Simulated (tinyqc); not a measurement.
From a target wavelength to the width: optical transitions of a finite quantum well. Three cases, with inputs chosen for the exercise.

Problem. Which width puts the e1-hh1 edge, hc/(Eg + e1 + hh1), at the wavelength below?

Each carrier sees a square well of width L with its own depth V and masses m (inside), mb (outside); c = hbar^2/2m0, k = sqrt(m E/c), kappa = sqrt(mb (V - E)/c), and level n solves k L + 2 atan[(k/m)/(kappa/mb)] = n pi. The envelope is cos(kz) for odd n and sin(kz) for even n inside, joins exp(-kappa (|z| - L/2)) outside, and is normalised to 1. Excitons and band mixing are left out.

Constants: hbar^2/2m0 = 3.80998211 eV angstrom^2; hc = 1239.841984 eV nm.

Find: e1 + hh1 needed; L; e1; hh1.

Method. Both confinement energies fall steadily with L, so their sum meets the target once; bisection in L finds it.

Case 1.

Values chosen (near those of an InGaAs well in InP; shifted at random, so the results belong to these values and not to a real crystal): Eg = 0.813 eV (gap of the well); Vc = 0.264 eV (conduction offset); Vv = 0.36 eV (valence offset); me = 0.04 m0 (electron, well); meb = 0.0831 m0 (electron, barrier); mh = 0.388 m0 (heavy hole along z, well); mhb = 0.538 m0 (heavy hole, barrier).

edge wavelength = 1448.862 nm

Solution.

e1 + hh1 needed = 42.7 meV
L = 108.0 angstrom
e1 = 36.0 meV
hh1 = 6.7 meV

Case 2.

Values chosen (near those of a GaAs well in AlGaAs; shifted at random, so the results belong to these values and not to a real crystal): Eg = 1.511 eV (gap of the well); Vc = 0.121 eV (conduction offset); Vv = 0.063 eV (valence offset); me = 0.0665 m0 (electron, well); meb = 0.0795 m0 (electron, barrier); mh = 0.345 m0 (heavy hole along z, well); mhb = 0.398 m0 (heavy hole, barrier).

edge wavelength = 812.663 nm

Solution.

e1 + hh1 needed = 14.7 meV
L = 170.0 angstrom
e1 = 11.9 meV
hh1 = 2.8 meV

Case 3.

Values chosen (near those of a GaAs well in AlGaAs; shifted at random, so the results belong to these values and not to a real crystal): Eg = 1.504 eV (gap of the well); Vc = 0.292 eV (conduction offset); Vv = 0.164 eV (valence offset); me = 0.0676 m0 (electron, well); meb = 0.0969 m0 (electron, barrier); mh = 0.358 m0 (heavy hole along z, well); mhb = 0.391 m0 (heavy hole, barrier).

edge wavelength = 799.242 nm

Solution.

e1 + hh1 needed = 47.3 meV
L = 88.0 angstrom
e1 = 37.7 meV
hh1 = 9.5 meV

Computed by tinyqc, one run a case: `OMP_NUM_THREADS=1 python tinyqc.py N N+1 out.jsonl` with N = 1251699, 1251816, 1251847; one thread of a shared Intel(R) Xeon(R) Processor @ 2.30GHz, about 0.06 s a run at most.
